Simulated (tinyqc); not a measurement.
Tunnelling through a gate dielectric, WKB transmission and Tsu-Esaki current: dielectrics compared at equal EOT.

Electrons leave the emitter at x = 0. Energies E (motion across the layers) are in eV from the emitter Fermi level; the collector Fermi level lies at -V and offers states at every E. No charge in the dielectric and no image force: F1 = V/t1, U = phi1 - F1 x. With C = hbar^2/(2 m0), kappa = sqrt(m (U - E)/C) where U > E and 0 elsewhere; T(E) = exp(-S), S = 2 times the integral of kappa over x.

A single layer of thickness t1 = EOT eps_r/3.9 for each dielectric, at V = 0.6 V. Each layer adds (2/F) sqrt(m/C) [G(u at its left edge) - G(u at its right edge)] to S, with u = U - E (0 where negative) and G(u) = (2/3) u^1.5. J = J0 times the integral of T(E) N(E) dE, N = ln[(1 + exp(-E/Vt))/(1 + exp((-E - V)/Vt))], J0 = q^2 me m0 kB T/(2 pi^2 hbar^3) (times 1e-4 for A/cm^2 per eV), from E = -Ef to far above the barrier (T = 1 there), by quadrature converged to the digits shown.

Values chosen for this exercise:

| symbol | value | unit | meaning |
|---|---|---|---|
| T | 350 | K | temperature |
| Ef | 0.16 | eV | Fermi energy of the emitter above its band bottom |
| me | 0.65 | m0 | emitter mass in the supply function |
| EOT | 1.9 | nm | equivalent oxide thickness |

Constants: q = 1.602176634e-19 C, kB = 1.380649e-23 J/K, hbar = 1.054571817e-34 J s, m0 = 9.1093837015e-31 kg, Vt = kB T/q, hbar^2/(2 m0) = 0.0380998212 eV nm^2. Results are converted to the units shown.

Dielectrics (values chosen for the exercise, close to those of the materials named):
```
	eps_r	phi1 (eV)	m1 (m0)
silicon dioxide	3.93	3.04	0.51
silicon nitride	7.82	2.18	0.51
aluminium oxide	8.87	2.58	0.38
hafnium oxide	21.8	1.56	0.19
zirconium oxide	24.6	1.41	0.24
```

Leakage at equal EOT:
```
	t1 (nm)	S at E = 0	J (A/cm^2)	eps_r sqrt(m1 phi1)
silicon dioxide	1.915	23.18	0.008858	4.893
silicon nitride	3.810	38.18	1.764e-9	8.246
aluminium oxide	4.321	41.18	9.402e-11	8.783
hafnium oxide	10.62	53.12	1.983e-14	11.87
zirconium oxide	11.98	63.19	1.055e-12	14.31
```

What does the comparison show?

From the lowest current to the highest: hafnium oxide, zirconium oxide, aluminium oxide, silicon nitride, silicon dioxide; the span is 11.7 decades. The figure eps_r sqrt(m1 phi1), to which S is proportional at low voltage, gives another order at this voltage.

Program tinyqc, `OMP_NUM_THREADS=1 python tinyqc.py 2540049 2540050 out.jsonl`; Intel Xeon 2.30GHz, shared host, one thread, about 0.02 s.
